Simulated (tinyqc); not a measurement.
# Worked calculation: one-dimensional ballistic tunnel FET, two-band WKB

Numbers from tinyqc (`OMP_NUM_THREADS=1 python tinyqc.py 2620013 2620014 out.jsonl`; about 0.01 s on one thread of a shared Intel Xeon 2.30GHz). Printed values are rounded.

A p-type source for x < 0 with its Fermi level at 0 and its valence edge at ds; in the channel the bands fall as D exp(-x/lam) towards their flat values, with the conduction edge at Ec = ds - dP and D = dP + Eg. The gate moves dP one to one. The drain Fermi level lies at -Vd and the drain side reflects nothing. For w = E - Ec between 0 and dP an electron crosses the gap. Two-band dispersion with equal masses m: inside the gap kappa = sqrt(m u (1 - u/Eg)/C), u the distance from a band edge, C = hbar^2/(2 m0).

Values chosen for this exercise; band and dielectric values those of a made-up semiconductor: temperature T = 300 K; band gap Eg = 0.374 eV; band-edge mass of the two-band model m = 0.017 m0; screening length of the source junction lam = 5.9 nm; source valence edge above the source Fermi level ds = 0.03 eV; drain bias Vd = 0.1 V; number of degenerate subbands (spin apart) g = 2; tunnelling window Ev(source) - Ec(channel) dP = 0.24 eV; energy above the channel conduction edge w0 = 0.11 eV; cells of the path nc = 9; points of the energy grid nE = 9.

Constants: q = 1.602176634e-19 C, kB = 1.380649e-23 J/K, hbar = 1.054571817e-34 J s, h = 6.62607015e-34 J s, m0 = 9.1093837015e-31 kg, Vt = kB T/q, hbar^2/(2 m0) = 0.0380998212 eV nm^2. Results are converted to the units shown.

Range of the model: Where S is below about 2 the WKB prefactor of 1 is a rough guess.

## The path through the gap by the midpoint rule

At w = w0 the path runs from xa = lam ln(D/(w + Eg)) to xb = lam ln(D/w); u(x) = w + Eg - D exp(-x/lam) is the height above the valence edge. Cut it into nc equal cells: S = 2 (cell width) times the sum of kappa at the centres.

xa = 1.40367 nm
xb = 10.1451 nm

```
cell	x (nm)	u (eV)	kappa (1/nm)
0	1.88931	0.038243	0.123770
1	2.86058	0.105903	0.184046
2	3.83185	0.163293	0.202605
3	4.80313	0.211972	0.202424
4	5.77440	0.253262	0.191000
5	6.74568	0.288285	0.171699
6	7.71695	0.317992	0.145768
7	8.68822	0.343190	0.112316
8	9.65950	0.364563	0.064067
```

S = 2.71509

## The exponent in closed form

S(w) = 2 lam int_0^Eg kappa(u) du/(w + Eg - u) = 2 pi lam sqrt(m/(C Eg)) [w + Eg/2 - sqrt(w (w + Eg))], T(w) = exp(-S). The common triangular estimate is S = (4/3) lam sqrt(m/C) Eg^1.5/(dP + Eg) for all w.

S(w0) = 2.68302
T(w0) = 0.0683564
triangular S = 1.95746

The midpoint value is 1.2 % above the closed form, and the triangular estimate 27 % below it.

## Current on a coarse grid

S(w) = 2 lam int_0^Eg kappa(u) du/(w + Eg - u) = 2 pi lam sqrt(m/(C Eg)) [w + Eg/2 - sqrt(w (w + Eg))], T(w) = exp(-S). I = g (2 q^2/h) int_0^dP T(w) [f(E) - f(E + Vd)] dw, E = ds - dP + w, f(x) = 1/(1 + exp(x/Vt)). Simpson's rule on nE equally spaced points.

```
point	w (eV)	T(w)	difference of the f
0	0.000000	5.14751e-4	0.0136981
1	0.030000	0.0131825	0.0423875
2	0.060000	0.0312017	0.123287
3	0.090000	0.0527829	0.306145
4	0.120000	0.0763673	0.565669
5	0.150000	0.100909	0.735112
6	0.180000	0.125712	0.698896
7	0.210000	0.150321	0.479531
8	0.240000	0.174439	0.232080
```

I = 1.49108 uA

A converged quadrature gives 1.491 uA; this grid is 0.026 % above that.
